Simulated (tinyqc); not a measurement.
RHF in the sto-3g basis, for HeH+, spin multiplicity 1, step by step. One step of it, computed by the program tinyqc.

Task: Iteration 2: DIIS coefficients. Solve [B -1; -1 0][c; lambda] = [0; -1] for the coefficients, which sum to one.

B (overlaps of the stored error matrices):
```
               1              2
1  2.0388790e-02  8.4031031e-02
2  8.4031031e-02  3.4632826e-01
```

Give: DIIS coefficients.

Result:

DIIS coefficients: 1.3204  -0.3204
